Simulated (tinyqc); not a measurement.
Inside a calculation. Method: tight binding, honeycomb lattice. Computed by tinyqc, a small Python program that keeps every step. Settings: t1 = 2.39, t2 = 0, phi = 2.04, delta = 0, points = 6. Command: `OMP_NUM_THREADS=1 python tinyqc.py 25860 25861 out.jsonl` (the two numbers bound the seeds that draw the settings). One thread of a shared host (Intel(R) Xeon(R) Processor @ 2.60GHz), about 0.01 s of CPU time with the checks.

## Bloch Hamiltonian at k

Parameters chosen for this model:
```
parameter     value                        unit
t1         2.390000                 eV, nearest
t2                0       eV, second neighbours
phi        2.040000  rad, phase of t2 (Haldane)
delta             0          eV, +/- on A and B
```

k point k (fractions of the reciprocal vectors): [0.160000, -0.050000]

H_AB = -t1 (1 + exp(-i k.a1) + exp(-i k.a2)); H_AA = delta - 2 t2 sum cos(k.b + phi), H_BB = -delta - 2 t2 sum cos(k.b - phi), b = a1, a2 - a1, -a2.

H(k) at k (eV), order A, B:
```
[[0.000000, -5.943651+1.279393i],
 [-5.943651-1.279393i, 0.000000]]
```

## Levels at k

Diagonalise the Hermitian matrix.

eigenvalues (eV): [-6.079789, 6.079789]

weights |c|^2 of the basis functions, order A, B:
```
[[0.500000, 0.500000],
 [0.500000, 0.500000]]
```

## Bloch Hamiltonian at K

k point K (fractions of the reciprocal vectors): [0.333333, 0.666667]

As before.

H(k) at K (eV), order A, B:
```
[[0.000000, 0.000000],
 [0.000000, 0.000000]]
```

## Levels at K

As before.

eigenvalues (eV): [0.000000, 0.000000]

## Bands along a path

The same steps at evenly spaced points between the labelled ones.

Bands along the path (eV):
```
k             band 1    band 2
G          -7.170000  7.170000
G-K 0.25   -6.529601  6.529601
G-K 0.50   -4.780000  4.780000
G-K 0.75   -2.390000  2.390000
K                  0         0
K-M 0.25   -0.989970  0.989970
K-M 0.50   -1.749601  1.749601
K-M 0.75   -2.227125  2.227125
M          -2.390000  2.390000
M-K' 0.25  -2.227125  2.227125
M-K' 0.50  -1.749601  1.749601
M-K' 0.75  -0.989970  0.989970
K'                 0         0
```

With 1 band(s) filled, the highest filled level on these points lies at K and the lowest empty one at K: the bands touch or overlap, so there is no gap.
